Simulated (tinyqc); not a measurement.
Admittance spectroscopy and thermally stimulated current of one trap level in a depletion layer: one step, computed by the program tinyqc. Command: `OMP_NUM_THREADS=1 python tinyqc.py 3113267 3113268 out.jsonl admit walk`. One thread of a shared host (Intel(R) Xeon(R) Processor @ 2.30GHz), about 0.01 s of CPU time with the checks.

A Schottky junction on n-type material holds one donor-like electron trap; shallow donors are fully ionised and abrupt depletion edges are assumed.

Task: The capacitance step. With E_c - E_F = k_B T_p ln(N_c/N): lambda = sqrt(2 eps eps_0 (E_t - (E_c - E_F))/(e^2 N)); traps are empty and charged for x < x_t = w - lambda, and V_b = e (N w^2 + N_t x_t^2)/(2 eps eps_0). High frequency: C_hf = eps eps_0/w. Low frequency: C_lf = eps eps_0 (N + N_t)/(N w + N_t x_t).

Inputs (values chosen for the exercise, modelled on n-type germanium):
```
quantity                         value    unit
dielectric constant eps           16.1       -
shallow doping N               9.9e+16  1/cm^3
trap density N_t               4.4e+15  1/cm^3
trap depth E_t below the band    0.277      eV
band bending V_b                  0.46       V
```

E_c - E_F = k_B T_p ln(N_c/N) = 0.05890098 eV

Constants: eps_0 = 8.8541878128e-12 F/m; e = 1.602176634e-19 C.

Give: lambda; depletion width w; crossing point x_t; C_hf; C_lf; step (C_lf - C_hf)/C_hf; small-N_t estimate (N_t/N)(lambda/w).

Result:

lambda = 62.61 nm

depletion width w = 90.74 nm

crossing point x_t = 28.12 nm

C_hf = 157.1 nF/cm^2

C_lf = 161.9 nF/cm^2

step (C_lf - C_hf)/C_hf = 0.03025

small-N_t estimate (N_t/N)(lambda/w) = 0.03067

Reading N_t/N straight from the step would give 0.0303 against the true 0.0444: the factor lambda/w must be known.
